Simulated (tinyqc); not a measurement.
# MOSFET in the linear regime without short-channel effects, parameter extraction from computed curves, step by step

Computed by the program tinyqc: `OMP_NUM_THREADS=1 python tinyqc.py 2210022 2210023 out.jsonl`, one thread of a shared Intel Xeon 2.30GHz, about 0.01 s for the whole run. Printed values are rounded.

Inversion charge Q = Cox n Vt W0(exp((Vg - VT)/(n Vt))), W0 the Lambert function and n = nf; u = Q/Cox; mobility mu = mu0/(1 + th1 u + th2 u^2); channel resistance Rch = (L - dL)/(W mu Q); Id = Vd/(Rch + Rsd/W). Cox = eps0 eox/tox. Small Vd, no channel-length or drain effects.

Values chosen for this exercise; channel values of the order met in silicon transistors: temperature T = 77 K; relative permittivity of the gate insulator (close to hafnium oxide) eox = 22.5; insulator thickness tox = 22 nm; low-field mobility mu0 = 430 cm^2/(V s); first mobility attenuation factor th1 = 0.39 1/V; second mobility attenuation factor th2 = 0 1/V^2; threshold voltage VT = 0.35 V; body factor nf = 1.22; gate width W = 10 um; drawn gate length L = 1.7 um; drawn less effective length dL = 0.018 um; source plus drain resistance Rsd = 230 ohm um; drain voltage Vd = 0.01 V.

Constants: q = 1.602176634e-19 C, kB = 1.380649e-23 J/K, Vt = kB T/q, eps0 = 8.8541878128e-14 F/cm where lengths are in cm. Results are converted to the units shown.

## Transfer curve

Vg, point 0 to 9 (V): 0.19  0.27  0.35  0.43  0.51  0.59  0.67  0.75  0.83  0.91

u, mu, Rch and Id as defined.

```
point        u (V)  mu (cm^2/(V s))   Rch (ohm)      Id (uA)
0      2.11056e-11              430  2.04668e13  4.88596e-10
1       4.13322e-7          430.000   1.04511e9   9.56841e-6
2       0.00459109          429.231     94256.1     0.106068
3        0.0633456          419.633     6987.66      1.42640
4         0.137096          408.176     3319.30      2.99195
5         0.213509          396.947     2191.63      4.51542
6         0.291003          386.173     1652.87      5.96705
7         0.369079          375.894     1338.85      7.34293
8         0.447519          366.103     1133.71      8.64519
9         0.526207          356.781     989.370      9.87781
```

## Threshold and mobility at the peak transconductance

gm_i = (Id_(i+1) - Id_(i-1))/(Vg_(i+1) - Vg_(i-1)); at the point j of largest gm the tangent meets the axis at V_ext = Vg_j - Id_j/gm_j; field-effect mobility gm_j L/(W Cox Vd) with the drawn L.

gm, point 1 to 8 (uS): 0.662925  8.91494  18.0368  19.3064  18.5944  17.6719  16.7384  15.8430
j = 4
V_ext = 0.355028 V
field-effect mobility = 362.444 cm^2/(V s)

V_ext is 5.0 mV above the model VT, and the mobility so found is 17 % below mu0 L/(L - dL) = 435 cm^2/(V s), the value for the drawn L; attenuation, series resistance and the slow approach of Q to a straight line all lower the peak gm.

## The Y function

Y_i = Id_i/sqrt(gm_i). For Id = beta Vd x/(1 + th x), x = Vg - VT, Y = sqrt(beta Vd) x whatever th. Slope s from points 5 and 8; VT_Y = Vg - Y/s at point 8; beta = s^2/Vd; mobility beta L/(W Cox) with the drawn L; th* = (beta Vd x/Id - 1)/x at point 8.

Y, point 1 to 8 (uA^0.5 V^0.5): 1.17519e-5  0.0355243  0.335863  0.680933  1.04715  1.41944  1.79478  2.17198
s = 4.68680 uA^0.5 V^-0.5
VT_Y = 0.366576 V
beta = 2196.61 uA/V^2
mobility from Y = 412.376 cm^2/(V s)
th* = 0.382996 1/V

The mobility from Y is 5.1 % below mu0 L/(L - dL) = 435 cm^2/(V s), which it should reach in deep inversion when th2 = 0. th* compares with th1 + mu0 Cox Rsd/(L - dL) = 0.443 1/V, since series resistance enters like th1.
